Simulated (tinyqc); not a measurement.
Strain-driven roughening and islands of a mismatched epitaxial film: one step, computed by the program tinyqc.

Film and substrate share isotropic elastic constants; the film is coherent and biaxially strained.

Problem. Which shape at the volume V. Shallow faceted island (Tersoff form): E = 4 Gam V^(2/3) tan^(1/3)(theta) - 6 c V tan(theta), Gam = gamma [x/sin(theta) - 1/tan(theta)], x the facet energy over gamma, c = stress^2 (1 - nu)/(2 pi G). The two energies cross at V_x^(1/3) = 4 [Gam_2 t2^(1/3) - Gam_1 t1^(1/3)]/(6 c (t2 - t1)), t = tan(theta); mu = dE/dV.

Inputs (values chosen for the exercise, modelled on Si(0.5)Ge(0.5) on Si):
```
quantity                                     value     unit
shear modulus G                               58.4      GPa
Poisson ratio nu                              0.26        -
surface energy gamma                          1.16    J/m^2
contact angle of the shallow shape theta_1    11.9  degrees
contact angle of the steep shape theta_2      25.5  degrees
facet energy of shape 1 over gamma          0.9964        -
facet energy of shape 2 over gamma           1.055        -
island volume V                               3500     nm^3
```

stress = 3.997401 GPa

Gam of shape 2 = 0.4106771 J/m^2

Gam of shape 1 = 0.1006458 J/m^2

c = 0.03222511 GPa

Constants: e = 1.602176634e-19 C.

Give: E of shape 1; E of shape 2; crossing volume V_x; jump of mu at V_x, shape 2 less shape 1.

Solution.

E of shape 1 = -545.4 eV

E of shape 2 = -168.0 eV

crossing volume V_x = 8339 nm^3

jump of mu at V_x, shape 2 less shape 1 = -17.16 MJ/m^3

At V the shallow shape is lower. At V_x the chemical potential drops, so islands that have turned steep grow at the cost of the shallow ones. Caution: the shallow-slope form overstates the relaxation of facets steeper than about 25 degrees.
